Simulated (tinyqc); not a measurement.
Inside a calculation: deformation-potential model of the Delta valleys of a conduction band. Values are carried at full precision from step to step, so a last printed digit may differ when a step is redone from the rounded ones.

s11 = (C11 + C12)/((C11 - C12)(C11 + 2 C12)), s12 = -C12/((C11 - C12)(C11 + 2 C12)), s44 = 1/C44; exx = s11 sxx + s12 (syy + szz) and cyclic, exy = s44 sxy/2; tension is positive. A uniaxial stress X along the unit vector n is s_ij = X n_i n_j.

Constants: kB = 8.617333262e-05 eV/K; hbar^2/2m0 = 3.80998211 eV angstrom^2.

Values chosen for the exercise (near those of Si; not measured data):

| symbol | value | unit | meaning |
|---|---|---|---|
| C11 | 168.7 | GPa |  |
| C12 | 64.7 | GPa |  |
| C44 | 78.4 | GPa |  |
| load | uniaxial [100] |  | kind of stress |
| X | 1.12 | GPa | stress |
| Xd | 1.13 | eV | dilation potential |
| Xu | 8.83 | eV | uniaxial potential |
| T | 300 | K | temperature |
| ml | 0.888 | m0 | longitudinal mass |
| mt | 0.184 | m0 | transverse mass |

## Strain from a uniaxial [100] stress

Form the compliances and the strain.

s11, s12, s44 (1/TPa): 7.5284  -2.0869  12.7551

strain tensor:
```
          x          y          z
x  0.008432   0.000000   0.000000
y  0.000000  -0.002337   0.000000
z  0.000000   0.000000  -0.002337
```

## Valley shifts

Valleys with axes along x, y and z, each a pair at +k and -k. Herring-Vogt shift of a valley with unit axis a: dE = Xd tr(e) + Xu a.e.a. Non-degenerate shares n_i = exp(-dE_i/kT)/sum_j exp(-dE_j/kT). Inverse mass tensor of a valley: (1 - a a)/mt + a a/ml; the masses are taken as independent of strain.

Apply the Herring-Vogt formula to each valley.

Xd tr(e) = 4.25 meV

a.e.a: x 0.008432, y -0.002337, z -0.002337

shifts dE (meV): x 78.70, y -16.39, z -16.39

The lowest valleys are y and z, 95.1 meV below the highest; the mean shift over all valleys is (Xd + Xu/3) tr(e) = 15.30 meV.

## Shares of the electrons

Boltzmann factors of the shifts.

kT = 25.852 meV

shares: x 0.0125, y 0.4938, z 0.4938

effective number of valley axes, 1/(largest share) = 2.025

## Conductivity mass tensor

With one scattering time for all valleys the conductivity goes as M = sum_i n_i (inverse mass tensor of valley i); along the unit vector u, 1/m_c = u.M.u. Without stress 1/m_c = (1/ml + 2/mt)/3. Take u along [001].

M (1/m0):
```
       x      y      z
x  5.381  0.000  0.000
y  0.000  3.307  0.000
z  0.000  0.000  3.307
```

m_c along [001] = 0.3024 m0
m_c without stress = 0.2501 m0

The repopulation alone changes the mobility along [001] by -17.3 %; with all electrons in the valleys lightest or heaviest along this direction it would change by +36 or -72 %.

## Effective density of states

Each of the 6 whole valleys has m_d = (ml mt^2)^(1/3) and N = 2 (m_d kT/(4 pi c))^(3/2), c = hbar^2/2m0. Counted from the lowest edge, Nc = N x 2 x sum_i exp(-(dE_i - dE_min)/kT). 1 angstrom^-3 = 1e24 cm^-3.

m_d = 0.3109 m0
N of one valley = 4.351e+18 cm^-3
Nc under stress = 1.762e+19 cm^-3
Nc without stress = 2.611e+19 cm^-3

## Piezoresistance from repopulation

For small stress d(rho)/rho = pi X. For valleys on the cube axes pi11 = -(2/3) Xu (s11 - s12)/kT x (K - 1)/(2K + 1), pi12 = -pi11/2, pi44 = 0, K = ml/mt. For stress along [110]: pi_l = (pi11 + pi12 + pi44)/2 with the current along it and pi_t = (pi11 + pi12 - pi44)/2 with the current along [1-10]. 1/GPa = 100 x 1e-11/Pa.

K = 4.826

pi11, pi12, pi44 (1e-11/Pa): -78.6  39.3  0.0

pi_l, pi_t for [110] (1e-11/Pa): -19.7  -19.7

Only the transfer between valleys is counted; changes of mass and of intervalley scattering add to it in a real crystal.

## Checks

- Conductivity mass at zero stress against 3/(1/ml + 2/mt): both 0.2500898.
- Piezoresistance coefficients by finite differences against the closed form: largest difference 1.1e-08.

tinyqc: `OMP_NUM_THREADS=1 python tinyqc.py 1051203 1051204 out.jsonl`; about 0.02 s, one thread, shared Intel(R) Xeon(R) Processor @ 2.30GHz.
